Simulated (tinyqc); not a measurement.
Threshold-voltage variability of a planar MOSFET, analytic estimates: effect of the metal grain size.

Three independent sources add in quadrature: random dopants in the depleted layer, metal-gate grains of two orientations, and roughness of the two gate edges acting through the roll-off VT = VT(long) - Vr exp(-L/l). These are first-order estimates: no three-dimensional electrostatics, no percolation.

ni = sqrt(Nc Nv) exp(-Eg/(2 Vt)), Eg in volts; Cox = 3.9 eps0/ti; Wd = sqrt(4 eps0 eps_r Vt ln(Na/ni)/(q Na)); dopants: s1 = (q/Cox) sqrt(Na Wd/(3 L W)). Grains: Ng = L W/G^2 (at least 1), s2 = dW sqrt(p (1 - p)/Ng). Edges, with exponential correlation and u = W/La: the mean gate length has sL^2 = 2 De^2 (2/u)[1 - (1 - exp(-u))/u]; s3 = sL (Vr/l) exp(-L/l). s = sqrt(s1^2 + s2^2 + s3^2). l and Vr are held fixed.

Values chosen for this exercise; material values those of a made-up semiconductor:
- T = 300 K (temperature)
- Eg = 0.938 eV (band gap)
- eps_r = 12.7 (relative permittivity of the semiconductor)
- Nc = 3.47e19 cm^-3 (conduction-band density of states at T)
- Nv = 3.1e19 cm^-3 (valence-band density of states at T)
- Na = 5.7e18 cm^-3 (channel doping)
- ti = 1.4 nm (oxide-equivalent thickness in inversion)
- L = 65 nm (gate length)
- W = 270 nm (gate width)
- dW = 0.3 eV (work-function difference of the two grain orientations)
- p = 0.4 (share of the orientation of higher work function)
- De = 1.4 nm (rms roughness of one gate edge)
- La = 20 nm (correlation length of the roughness)
- l = 13 nm (decay length of the threshold roll-off)
- Vr = 2.7 V (prefactor of the roll-off)

Constants: q = 1.602176634e-19 C, kB = 1.380649e-23 J/K, Vt = kB T/q, eps0 = 8.8541878128e-14 F/cm where lengths are in cm. Results are converted to the units shown.

The same in every row: s1 (mV) = 8.1236; s3 (mV) = 1.0262.

Effect of the metal grain size:
```
G (nm)	s2 (mV)	s (mV)	s sqrt(L W) (mV um)
2	2.2188	8.4835	1.1239
3	3.3282	8.8387	1.1709
5	5.5470	9.8902	1.3102
7	7.7658	11.285	1.4950
10	11.094	13.789	1.8267
14	15.532	17.558	2.3260
20	22.188	23.651	3.1332
```

As G goes from 2 to 20 nm, s rises from 8.48 to 23.7 mV. The largest source is the dopants in the first row and the grains in the last.

Program tinyqc, `OMP_NUM_THREADS=1 python tinyqc.py 2090062 2090063 out.jsonl`; Intel Xeon 2.30GHz, shared host, one thread, about 0.01 s.
